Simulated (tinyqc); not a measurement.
Three voltage laws: time-dependent dielectric breakdown: cell percolation, Weibull statistics, area scaling and voltage extrapolation. Computed by tinyqc, a small Python program. Command: `OMP_NUM_THREADS=1 python tinyqc.py 3002070 3002071 out.jsonl tddb walk`. One thread of a shared host (Intel(R) Xeon(R) Processor @ 2.30GHz), about 0.01 s of CPU time with the checks.

The oxide is divided into columns of area a^2, each holding m = t_ox/a cells (m is taken as continuous). A share lambda(t) = (t/t_1)^alpha of the cells is defective, and a column whose cells are all defective breaks down.

Inputs (values chosen for the exercise, for a model gate oxide):
```
quantity                                                   value  unit
oxide thickness t_ox                                         4.4    nm
defect cell size a                                           1.3    nm
exponent alpha of defect growth                             0.71     -
time t_1 at which the occupied share would reach 1       9.4e+06     s
test area A                                                  0.1  um^2
product area A_u                                           1e+06  um^2
stress voltage V                                            5.39     V
use voltage V_u                                              2.5     V
local exponent n = -d ln t/d ln V at the stress voltage       48     -
activation energy E_a                                        0.8    eV
stress temperature T                                         125     C
use temperature T_u                                           85     C
allowed failure fraction F                                 0.001     -
```

Voltage law used: power.

Constants: k_B = 8.617333262e-05 eV/K.

Method:
- Failure fraction F = 1 - (1 - lambda^m)^N with N = A/a^2 columns, which for small lambda^m is 1 - exp(-(t/t63)^beta) with beta = alpha m and t63 = t_1 N^(-1/beta); critical share lambda(t63) = N^(-1/m). 1 um^2 = 1e6 nm^2.
- All three voltage laws share the slope n at the stress voltage. Factor t(V_u)/t(V): E law exp(n (1 - V_u/V)); 1/E law exp(n (V/V_u - 1)); power law (V/V_u)^n.
- Temperatures in kelvin are T(C) + 273.15.
- Temperature factor exp[(E_a/k_B)(1/T_u - 1/T)]; area factor (A/A_u)^(1/beta); percentile factor (-ln(1 - F))^(1/beta); life = t63 x all four; 1 year = 3.15576e7 s.
- Life = t63 x voltage, temperature, area and percentile factors, the last three as above.

projected life = 2.97204e+10 years

voltage factor = 1.03548e+16

Log10 of the life in years:
```
V_u/V  V_u (V)    E law  1/E law  power law
1.00    5.3900  -5.5421   -5.542     -5.542
0.95    5.1205  -4.4998   -4.445     -4.473
0.90    4.8510  -3.4575   -3.226     -3.346
0.80    4.3120  -1.3729   -0.331     -0.890
0.70    3.7730   0.7118    3.392      1.893
0.60    3.2340   2.7964    8.355      5.107
0.50    2.6950   4.8810   15.304      8.907
0.40    2.1560   6.9656   25.727     13.559
```

What follows from these numbers?

At V_u/V = 0.9 the laws differ by 0.23 decades at most, and at 0.5 by 10.4. The E law is the most cautious and the 1/E law the most hopeful. Ten years are reached at V_u/V = 0.686 (E), 0.761 (1/E), 0.731 (power). Caution: t_1 is an input here; in a real oxide it changes with thickness at fixed voltage. Caution: a voltage factor of more than nine decades rests wholly on the chosen law and cannot be tested. Caution: the rows at low voltage extrapolate over many decades and cannot be tested.
